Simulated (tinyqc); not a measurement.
Mobility against temperature: two scattering mechanisms together, and the Matthiessen rule.

Non-degenerate electrons. 1/tau(x) = x^(1/2)/tA + 1/(tI x^(3/2)), x = E/kT, with tA = ta (T/300)^(-3/2) and tI = ti (T/300)^(3/2) (the screening logarithm is held fixed). <tau> = integral x^(3/2) tau exp(-x) dx/Gamma(5/2); mu = <tau>/(mc m0/e), m0/e = 5.685630e-12 kg/C. Matthiessen: 1/mu = 1/muA + 1/muI with <tau>A = tA Gamma(2)/Gamma(5/2), <tau>I = tI Gamma(4)/Gamma(5/2).

Inputs chosen for the exercise (out of a larger set: masses near those of Si; tau0 is set for a mobility of the usual size at this n, kL is a free input; freeze-out and phonon drag, which matter near 77 K, are left out; not measured data): ta = 270 fs (acoustic tau at E = kT and 300 K); ti = 410 fs (impurity tau at E = kT and 300 K); mc = 0.2452 m0 (conductivity mass).

rH = <tau^2>/<tau>^2. ta and ti are inputs of their own, not tied to tau0.

Mobilities (cm^2/(V s)):

| T (K) | acoustic | impurity | Matthiessen | exact | rH | Matthiessen/exact |
|---|---|---|---|---|---|---|
| 40 | 2.99e+04 | 646 | 633 | 605 | 1.772 | 1.045 |
| 60 | 1.63e+04 | 1.19e+03 | 1.11e+03 | 985 | 1.578 | 1.124 |
| 80 | 1.06e+04 | 1.83e+03 | 1.56e+03 | 1.27e+03 | 1.410 | 1.223 |
| 120 | 5.76e+03 | 3.36e+03 | 2.12e+03 | 1.54e+03 | 1.202 | 1.381 |
| 160 | 3.74e+03 | 5.17e+03 | 2.17e+03 | 1.52e+03 | 1.103 | 1.423 |
| 220 | 2.32e+03 | 8.34e+03 | 1.81e+03 | 1.33e+03 | 1.045 | 1.364 |
| 300 | 1.46e+03 | 1.33e+04 | 1.31e+03 | 1.05e+03 | 1.029 | 1.255 |
| 400 | 946 | 2.04e+04 | 904 | 777 | 1.039 | 1.164 |
| 550 | 587 | 3.30e+04 | 577 | 528 | 1.064 | 1.092 |

The exact mobility peaks at 120 K of those listed. The two mechanisms are equal between 120 and 160 K. The rule overestimates everywhere, most at 160 K (by 42 %), since impurities stop the slow electrons and phonons the fast ones. rH runs between 1.029 and 1.772; the pure limits are 1.178 and 1.933, and the mixture dips below both, since the opposite energy slopes of the two rates leave tau nearly constant. Optical and intervalley phonons, left out, lower real mobilities above about 150 K.

Program tinyqc; command `OMP_NUM_THREADS=1 python tinyqc.py 1681621 1681622 out.jsonl`; about 0.01 s on one thread of a shared Intel(R) Xeon(R) Processor @ 2.30GHz.
